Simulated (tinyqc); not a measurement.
What moves the results: trap in a gate oxide as a short-range spherical well. A value that a table varies takes the place of the one given here.

A spherical well of radius R and depth V0 below the conduction edge, one mass m, c = hbar^2/2m0. The s level at binding Et solves k cot(k R) = -kappa with k = sqrt(m (V0 - Et)/c), kappa = sqrt(m Et/c); it exists for V0 > Vc = c (pi/2R)^2/m. Outside, psi falls as exp(-kappa r)/r.

Lucovsky model (delta well, plane-wave final states, no local-field factor): sigma = (32 pi alpha c/(3 n_r m Et)) (x - 1)^(3/2)/x^3, x = h nu/Et, c = hbar^2/2m0; 1 angstrom^2 = 1e-16 cm^2.

Energies from the conduction edge of the channel. The trap level at depth x is E_T = dEc - Et - e Fox x (1 MV/cm = 0.01 eV/angstrom). An electron at the channel edge tunnels with the WKB exponent S = (4/3) sqrt(m/c) [dEc^(3/2) - (dEc - e Fox x)^(3/2)]/(e Fox), c = hbar^2/2m0; tau = t0 exp(S); the occupation is f = 1/(1 + exp((E_T - EF)/kB T)), tau_c = tau/f and tau_e = tau/(1 - f). Lattice relaxation is left out; a level below the channel edge needs phonons as well, so tau is then a lower bound, while a level above it can also empty elastically at its own energy, through a thinner barrier, faster than this tau.

Constants: hbar^2/2m0 = 3.80998211 eV angstrom^2; fine-structure constant alpha = 0.007297352564; kB = 8.617333262e-05 eV/K.

Values chosen for the exercise (near those of SiO2 on Si; not measured data):

| symbol | value | unit | meaning |
|---|---|---|---|
| R | 3.9 | angstrom | radius of the well |
| m | 0.442 | m0 | mass |
| fV | (1.05, 1.1, 1.34, 1.54, 2.25, 3.25, 5.63) |  | V0/Vc |
| n_r | 1.42 |  | refractive index |
| xs | (1.04, 1.24, 1.54, 1.91, 2.28, 2.92, 4.18, 8.39) |  | photon energies h nu/Et |
| dEc | 3.01 | eV | conduction offset to the channel |
| Fox | 2 | MV/cm | oxide field, lowering levels away from the channel |
| t0 | 0.48 | x 1e-11 s | time constant at the interface |
| T | 300 | K | temperature |
| EF | 0.02 | eV | Fermi level above the channel edge |
| ds | (2, 4, 7, 10, 14, 19) | angstrom | depths |
| V0 | 5.13 | eV | depth of the well |
| x | 10 | angstrom | depth of the trap |

## From threshold to a deep level

Et against the depth at fixed R; near threshold Et = (pi^2/16)(V0 - Vc)^2/Vc.

Results:

| V0/Vc | V0 (eV) | Et (eV) | threshold form (eV) | 1/kappa (angstrom) | share outside |
|---|---|---|---|---|---|
| 1.05 | 1.468 | 0.002080 | 0.002156 | 64.4 | 0.942 |
| 1.10 | 1.538 | 0.008039 | 0.008626 | 32.7 | 0.889 |
| 1.34 | 1.874 | 0.08009 | 0.09971 | 10.4 | 0.696 |
| 1.54 | 2.153 | 0.1815 | 0.2515 | 6.9 | 0.585 |
| 2.25 | 3.146 | 0.7194 | 1.348 | 3.5 | 0.363 |
| 3.25 | 4.545 | 1.718 | 4.367 | 2.2 | 0.227 |
| 5.63 | 7.873 | 4.523 | 18.49 | 1.4 | 0.111 |

How do the results move?

The threshold form holds to 10 % up to V0/Vc = 1.10 of those listed. There the state is mostly outside the well (94 % in the first row) and knows only Et, which is why a delta-well model works; more than half is inside from V0/Vc = 2.25 on. A second s level would need V0/Vc > 9.

## Neutral against charged centre

Et = 2.18114 eV

Lucovsky cross-section, its shape relative to the peak, and the shape of a hydrogen-like centre relative to threshold: x^-4 exp(4 - 4 atan(e)/e)/(1 - exp(-2 pi/e)), e = sqrt(x - 1).

Results:

| x | h nu (eV) | sigma (1e-18 cm^2) | relative to peak | hydrogen-like |
|---|---|---|---|---|
| 1.04 | 2.268 | 0.484 | 0.057 | 0.901 |
| 1.24 | 2.705 | 4.20 | 0.493 | 0.560 |
| 1.54 | 3.359 | 7.39 | 0.869 | 0.308 |
| 1.91 | 4.166 | 8.48 | 0.997 | 0.168 |
| 2.28 | 4.973 | 8.32 | 0.977 | 0.102 |
| 2.92 | 6.369 | 7.27 | 0.855 | 0.050 |
| 4.18 | 9.117 | 5.28 | 0.621 | 0.017 |
| 8.39 | 18.300 | 2.32 | 0.272 | 0.002 |

How do the results move?

The short-range centre starts from zero, reaches half its peak at x = 1.24 and peaks at x = 2; in the last row it still has 27 % of the peak. The Coulomb centre is largest at threshold and is down to 0.2 % there. Reading the peak as the threshold would misplace the level by a factor 2, here 2.18 eV. Rows above the gap, about 9 eV, are hidden by band-to-band absorption.

## Depth of the trap

Each depth has its own level and time; the corner frequency is 1/(2 pi tau).

Results:

| x (angstrom) | E_T (eV) | S | tau (s) | corner (Hz) | f |
|---|---|---|---|---|---|
| 2 | 0.789 | 2.36 | 5.1e-11 | 3.1e+09 | 0.000 |
| 4 | 0.749 | 4.70 | 5.3e-10 | 3.0e+08 | 0.000 |
| 7 | 0.689 | 8.18 | 1.7e-08 | 9.3e+06 | 0.000 |
| 10 | 0.629 | 11.62 | 5.3e-07 | 3.0e+05 | 0.000 |
| 14 | 0.549 | 16.15 | 5.0e-05 | 3.2e+03 | 0.000 |
| 19 | 0.449 | 21.73 | 0.013 | 12 | 0.000 |

What does this show?

tau spans 8.4 decades, one decade for each 1.97 angstrom at the start and 2.06 at the end, where the field has thinned the barrier. Traps spread evenly in depth are thus spread nearly evenly in ln tau; if levels near EF exist at every depth, this sums to 1/f noise and to charging that grows as ln t. With the single Et of this table only depths where f is neither 0 nor 1 contribute. The level stays above EF at all these depths.

## What each parameter does

Et from the well, then the level and the time. Each row changes one parameter from the base and keeps the others.

Results:

| case | Et (eV) | E_T (eV) | log10 tau (s) | ln(tau_c/tau_e) |
|---|---|---|---|---|
| base | 2.181 | 0.629 | -6.27 | 23.6 |
| x = 12 angstrom | 2.181 | 0.589 | -5.28 | 22.0 |
| Fox = 3 MV/cm | 2.181 | 0.529 | -6.32 | 19.7 |
| dEc = 2.77 eV | 2.181 | 0.389 | -6.48 | 14.3 |
| m = 0.486 m0 | 2.363 | 0.447 | -6.03 | 16.5 |
| V0 = 5.39 eV | 2.392 | 0.418 | -6.27 | 15.4 |
| T = 350 K | 2.181 | 0.629 | -6.27 | 20.2 |
| EF = 0.07 eV | 2.181 | 0.629 | -6.27 | 21.6 |

What can be read from the table?

The largest shifts from the base row, up to three for each result and ties (the steps differ in size, so this ranks the rows, not the parameters). Et (eV): V0 +0.211, m +0.182; unchanged at the printed digits by x, Fox, dEc, T and EF. E_T (eV): dEc -0.240, V0 -0.211, m -0.182; unchanged at the printed digits by T and EF. log10 tau (s): x +0.99, m +0.25, dEc -0.21; unchanged at the printed digits by V0, T and EF. ln(tau_c/tau_e): dEc -9.3, V0 -8.2, m -7.0.

Run: tinyqc, `OMP_NUM_THREADS=1 python tinyqc.py 1282298 1282299 out.jsonl`; Intel(R) Xeon(R) Processor @ 2.30GHz, one thread, shared host; about 0.01 s of CPU time with all checks.
